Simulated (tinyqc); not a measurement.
# Trench capacitor in an array: capacitance, non-linearity, leakage and relaxation: capacitance, non-linearity and leakage against thickness

A film between two metal electrodes, each interface adding a series capacitance ci. The small-signal permittivity is ek (1 + aq E^2); the field is found with the linear permittivity. Leakage J = J0 sinh(E/Ef). After a voltage step the film passes a relaxation current kr C V tt^(-nr), tt being the time in seconds. The sidewall is a coaxial capacitor with radii a = dm/2 - t and b = dm/2, depth AR dm; the end face is left out.

Planar film: Cf = eps0 ek/t, 1/C = 1/Cf + 2/ci, EOT = 3.9 eps0/C, effective permittivity C t/eps0, E = (V/t) C/Cf; quadratic coefficient [C(V)/C - 1]/V^2 with Cf (1 + aq E^2) in C(V).

Values chosen for this exercise; permittivity of the order of that of titanium dioxide:
- ek = 75.8 (relative permittivity of the film)
- ci = 60 uF/cm^2 (capacitance of each electrode interface (dead layer and screening))
- aq = 0.033 cm^2/MV^2 (quadratic field coefficient of the permittivity)
- V = 0.6 V (bias)
- J0 = 2.1e-11 A/cm^2 (leakage prefactor)
- Ef = 0.25 MV/cm (field for an e-fold rise of the leakage)

Constants: eps0 = 8.8541878128e-14 F/cm where lengths are in cm. Results are converted to the units shown.

Result of one run:
```
C (uF/cm^2),EOT (nm),effective permittivity,E (MV/cm),quadratic coefficient (ppm/V^2),J (A/cm^2)
2.2955,1.5043,70.000,0.20522,3564.7,1.9241e-11
```

Which film thickness t gave this result: 5.5, 8.2, 12, 27 or 40 nm?

t = 27 nm.

The whole series:
```
t (nm),C (uF/cm^2),EOT (nm),effective permittivity,E (MV/cm),quadratic coefficient (ppm/V^2),J (A/cm^2)
2.5,14.168,0.24373,40.003,1.2666,75714,1.6651e-9
3.7,11.304,0.30547,47.238,1.0106,57610,5.9789e-10
5.5,8.6743,0.39809,53.883,0.77548,38963,2.3305e-10
8.2,6.4304,0.53700,59.553,0.57487,23745,1.0362e-10
12,4.7141,0.73252,63.889,0.42143,13710,5.4716e-11
18,3.3164,1.0412,67.421,0.29648,7164.7,3.1167e-11
27,2.2955,1.5043,70.000,0.20522,3564.7,1.9241e-11
40,1.5890,2.1732,71.785,0.14206,1751.8,1.2585e-11
60,1.0784,3.2022,73.075,0.096405,821.32,8.3003e-12
```

C falls from 14.2 to 1.08 uF/cm^2 while the effective permittivity goes from 40.0 to 73.1 (ek = 75.8). EOT is a straight line in t with slope 3.9/ek = 0.0515 and intercept 0.115 nm. The quadratic coefficient goes as t^(-0.70) between the first two rows and t^(-1.87) between the last two (-2 without interfaces), and J falls by 2.30 decades. For t = 2.5, 3.7 direct tunnelling, left out, would add to the leakage.

Computed by the program tinyqc: `OMP_NUM_THREADS=1 python tinyqc.py 2102014 2102015 out.jsonl`, one thread of a shared Intel Xeon 2.30GHz, about 0.01 s for the whole run.
